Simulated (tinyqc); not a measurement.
Comparisons within one model: Wannier function of the lower band of a two-orbital chain. A value that a table varies takes the place of the one given here.

H(k) = [[-d/2 - 2 ta cos k, -t1 - t2 exp(-ik)], [-t1 - t2 exp(ik), d/2 - 2 tb cos k]], k in 1/a, Bloch sums with exp(ikR) and without the positions inside the cell. Mesh k_j = 2 pi j/N. Projection gauge: each lower eigenvector u is multiplied by the phase that makes <trial|u> real and positive (the one-band case of Loewdin orthogonalisation). Wannier amplitudes w(R) = (1/N) sum_k exp(ikR) u(k); hoppings H(R) = (1/N) sum_k exp(-ikR) E(k).

Values chosen for the exercise:
- d = -0.56 eV (A at -d/2, B at +d/2)
- t1 = 2.09 eV (A-B in the cell)
- t2 = 0.64 eV (B to A of the next cell)
- ta = 0.24 eV (A-A between cells)
- tb = 0.21 eV (B-B between cells)
- xb = 0.35 a (position of B (A at 0))
- th = 45 degrees (trial orbital cos(th) A + sin(th) B in cell 0)

## Convergence with the mesh

Centre and Omega_I from overlaps M_j = u_j^+ diag(1, exp(-i b xb)) u_(j+1), b = 2 pi/N: centre -(1/2 pi) sum arg M, Omega_I = (1/(N b^2)) sum (1 - |M|^2). Largest error of the Fourier interpolation on 41 points from 0 to pi.

Mesh:

| N | centre (a) | Omega_I (a^2) | H(1) (eV) | largest error (meV) |
|---|---|---|---|---|
| 3 | 0.20333 | 0.03554 | -0.51279 | 107.510 |
| 4 | 0.20352 | 0.03678 | -0.53966 | 12.855 |
| 6 | 0.20360 | 0.03983 | -0.53628 | 2.403 |
| 8 | 0.20364 | 0.04099 | -0.53615 | 0.548 |
| 12 | 0.20367 | 0.04184 | -0.53614 | 0.028 |
| 16 | 0.20368 | 0.04215 | -0.53614 | 0.002 |
| 24 | 0.20369 | 0.04237 | -0.53614 | 0.000 |

What does this show, and why?

The interpolation error falls exponentially, from 12.9 meV at N = 4 to 0.028 at N = 12, because the hoppings decay exponentially for an isolated band (smallest gap 2.97 eV). Omega_I carries a finite-difference error and converges as a power: against the value 0.04256 on 400 points it is off by -0.00072 at N = 12 and -0.00018 at N = 24, an exponent of 1.97, near the limit 2.

## Choice of the trial orbital

N = 16. Centre, Omega_I and Omega_D from overlaps (b = 2 pi/N, M_j = u_j^+ diag(1, exp(-i b xb)) u_(j+1); Omega_D = (1/(N b^2)) sum (arg M_j + b centre)^2).

Trial angle:

| th (deg) | smallest projection | centre (a) | Omega_I (a^2) | Omega_D (a^2) |
|---|---|---|---|---|
| 0 | 0.629 | 0.2037 | 0.04215 | 0.01904 |
| 15 | 0.809 | 0.2037 | 0.04215 | 0.00713 |
| 30 | 0.931 | 0.2037 | 0.04215 | 0.00223 |
| 45 | 0.985 | 0.2037 | 0.04215 | 0.00027 |
| 60 | 0.971 | 0.2037 | 0.04215 | 0.00017 |
| 75 | 0.888 | 0.2037 | 0.04215 | 0.00209 |
| 90 | 0.739 | 0.2037 | 0.04215 | 0.00767 |

What does this show?

Omega_I is the same for all. Omega_D is smallest at 60 degrees (0.00017) and largest at 0 (0.01904). The centre does not move.

## Centre against ionicity

N = 24, d varied. Overlaps M_j = u_j^+ diag(1, exp(-i b xb)) u_(j+1), b = 2 pi/N; centre -(1/2 pi) sum arg M_j folded into [0, 1); Omega_I = (1/(N b^2)) sum (1 - |M_j|^2); charge moved is -2 times the shift of the centre from its value at d = 0 (a doubly filled band); weight on A averaged over the mesh.

Against d:

| d (eV) | centre (a) | charge moved (e) | weight on A | Omega_I (a^2) |
|---|---|---|---|---|
| -6.0 | 0.3238 | -0.2945 | 0.093 | 0.0130 |
| -3.0 | 0.2868 | -0.2203 | 0.209 | 0.0268 |
| -1.5 | 0.2436 | -0.1340 | 0.328 | 0.0373 |
| -0.5 | 0.2009 | -0.0485 | 0.438 | 0.0426 |
| 0.0 | 0.1766 | 0.0000 | 0.499 | 0.0434 |
| 0.5 | 0.1522 | 0.0488 | 0.560 | 0.0426 |
| 1.5 | 0.1087 | 0.1359 | 0.671 | 0.0373 |
| 3.0 | 0.0643 | 0.2246 | 0.791 | 0.0267 |
| 6.0 | 0.0264 | 0.3004 | 0.907 | 0.0129 |

How do the results move?

For large positive d the function sits on A (centre 0.026) and for large negative d on B at 0.35 (centre 0.324); at d = 0 it lies at 0.177, on the bond inside the cell, the stronger one. Among these rows the spread is largest at d = 0 eV.

## What each parameter does

N = 24: centre (folded into [0, 1)) and Omega_I from overlaps M_j = u_j^+ diag(1, exp(-i b xb)) u_(j+1), b = 2 pi/N: centre = -(1/2 pi) Im ln prod M_j, Omega_I = mean(1 - |M_j|^2)/b^2; and the first two hoppings H(R). Each row changes one parameter from the base and keeps the others.

Results:

| case | centre (a) | Omega_I (a^2) | H(1) (eV) | H(2) (eV) |
|---|---|---|---|---|
| base | 0.2037 | 0.0424 | -0.5361 | 0.0229 |
| d = -0.26 eV | 0.1893 | 0.0432 | -0.5396 | 0.0236 |
| t1 = 2.24 eV | 0.2012 | 0.0408 | -0.5372 | 0.0215 |
| t2 = 0.54 eV | 0.2022 | 0.0386 | -0.4882 | 0.0163 |
| ta = 0.34 eV | 0.2086 | 0.0426 | -0.5787 | 0.0208 |
| xb = 0.4 a | 0.2322 | 0.0515 | -0.5361 | 0.0229 |
| th = 55 degrees | 0.2037 | 0.0424 | -0.5361 | 0.0229 |

What can be read from the table?

The largest shifts from the base row, up to three for each result and ties (the steps differ in size, so this ranks the rows, not the parameters). centre (a): xb +0.0285, d -0.0144, ta +0.0049; unchanged at the printed digits by th. Omega_I (a^2): xb +0.0091, t2 -0.0038, t1 -0.0016; unchanged at the printed digits by th. H(1) (eV): t2 +0.0480, ta -0.0426, d -0.0034; unchanged at the printed digits by xb and th. H(2) (eV): t2 -0.0065, ta -0.0021, t1 -0.0014; unchanged at the printed digits by xb and th. The trial angle is a choice of gauge and moves none of these; xb enters the position operator alone, so it leaves the hoppings.

tinyqc: `OMP_NUM_THREADS=1 python tinyqc.py 1451732 1451733 out.jsonl`; about 0.1 s, one thread, shared Intel(R) Xeon(R) Processor @ 2.30GHz.
